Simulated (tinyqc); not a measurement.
Printed widths: electron-beam lithography: double-Gaussian proximity function, edge placement and dose correction for parallel lines. Computed by tinyqc, a small Python program. Command: `OMP_NUM_THREADS=1 python tinyqc.py 3111854 3111855 out.jsonl proximity walk`. One thread of a shared host (Intel(R) Xeon(R) Processor @ 2.30GHz), about 0.01 s of CPU time with the checks.

Lines are infinitely long. Absorbed energy is counted so that the middle of a very large area written at dose 1 receives 1; the resist develops where it exceeds 1/2.

Inputs (values chosen for the exercise, of the order of those for 100 keV electrons in resist on silicon): forward range alpha = 0.02 micrometre; backscatter range beta = 34 micrometre; backscatter ratio eta = 0.85.

line widths (micrometre): [3.1, 0.033, 0.034, 5.4]

gaps between the lines (micrometre): [0.065, 0.2, 0.12]

Method:
- The first line starts at x = 0; each next one starts after the width and the gap.
- f(r) = [exp(-r^2/alpha^2)/alpha^2 + eta exp(-r^2/beta^2)/beta^2]/(pi (1 + eta)). A line from a to b at dose d gives E(x) = d [S(alpha) + eta S(beta)]/(1 + eta), S(s) = [erf((b - x)/s) - erf((a - x)/s)]/2.
- M_ij is the mean of E at the two edges of line i from line j at dose 1.
- Uncorrected edge energies are M 1. Solve M d = 1/2 for the doses d that put the mean edge energy of every line at the threshold.
- Edges are the roots of E(x) = 1/2 between a line centre and the middle of the next gap. Three cases: dose 1 everywhere; one common dose equal to the mean of d; the corrected doses.

Lines (micrometre):
```
line,left edge,right edge,centre
1,0.000,3.100,1.5500
2,3.165,3.198,3.1815
3,3.398,3.432,3.4150
4,3.552,8.952,6.2520
```

corrected doses: 1 1.49442, 2 1.52140, 3 1.51595, 4 1.49412

Width error, printed less drawn (nm):
```
line,drawn width (nm),dose 1,mean dose,corrected
1,3100,-24.419,0.35105,2.00e-06
2,33,missing,-0.29614,0
3,34,missing,-0.16024,0
4,5400,-24.409,0.35827,1.00e-06
```

What follows from these numbers?

At dose 1, 2 of the 4 lines stay below the threshold. With the common mean dose the errors span 0.7 nm. With corrected doses the largest error is below 0.01 nm.

Extremes, crossings and ranges named in words are read from the listed rows.
